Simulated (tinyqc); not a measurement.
Cyclotron resonance of ellipsoidal valleys, Ge type: one step. Cyclotron masses and resonance fields. Three cases, with inputs chosen for the exercise.

Task: For each axis, mc and B = h nu mc/(2 muB).

Valleys along [111], [-111], [1-11], [11-1], mass ml along the axis and mt across it. B lies in the (1-10) plane, b = (sin(theta)/sqrt2, sin(theta)/sqrt2, cos(theta)). For the angle phi between B and the axis, 1/mc^2 = cos^2(phi)/mt^2 + sin^2(phi)/(mt ml). Resonance: h nu = 2 muB B/mc, h = 2 pi hbar.

Constants: hbar = 6.58211957e-16 eV s; muB = 5.788381798e-05 eV/T.

Case 1.

Values chosen (out of a larger set: near those of Ge; not measured data):
- ml = 1.59 m0 (longitudinal mass)
- mt = 0.08 m0 (transverse mass)
- nu = 140 GHz (microwave frequency)

cos^2(phi): [111] 0.999835, [-111] 0.115164, [1-11] 0.115164, [11-1] 0.103170

Case 2.

Values chosen (out of a larger set: near those of Ge; not measured data):
- ml = 1.607 m0 (longitudinal mass)
- mt = 0.084 m0 (transverse mass)
- nu = 140 GHz (microwave frequency)

cos^2(phi): [111] 0.856449, [-111] 0.016868, [1-11] 0.016868, [11-1] 0.443149

Case 3.

Values chosen (out of a larger set: near those of Ge; not measured data):
- ml = 1.668 m0 (longitudinal mass)
- mt = 0.081 m0 (transverse mass)
- nu = 35 GHz (microwave frequency)

cos^2(phi): [111] 0.999835, [-111] 0.115164, [1-11] 0.115164, [11-1] 0.103170

Give: Resonances.

Result:

Case 1.

Resonances:
```
axis    mc (m0)   B (T)
[111]    0.0800  0.4001
[-111]   0.2002  1.0013
[1-11]   0.2002  1.0013
[11-1]   0.2077  1.0390
```

3 distinct masses appear; the limits are mt = 0.08 (B along the axis) and sqrt(ml mt) = 0.3567 (B across it).

Case 2.

Resonances:
```
axis    mc (m0)   B (T)
[111]    0.0904  0.4520
[-111]   0.3215  1.6080
[1-11]   0.3215  1.6080
[11-1]   0.1222  0.6113
```

3 distinct masses appear; the limits are mt = 0.084 (B along the axis) and sqrt(ml mt) = 0.3674 (B across it).

Case 3.

Resonances:
```
axis    mc (m0)   B (T)
[111]    0.0810  0.1013
[-111]   0.2037  0.2547
[1-11]   0.2037  0.2547
[11-1]   0.2115  0.2644
```

3 distinct masses appear; the limits are mt = 0.081 (B along the axis) and sqrt(ml mt) = 0.3676 (B across it).

Computed by tinyqc, one run a case: `OMP_NUM_THREADS=1 python tinyqc.py N N+1 out.jsonl` with N = 1250303, 1251196, 1251261; one thread of a shared Intel(R) Xeon(R) Processor @ 2.30GHz, about 0.01 s a run at most.
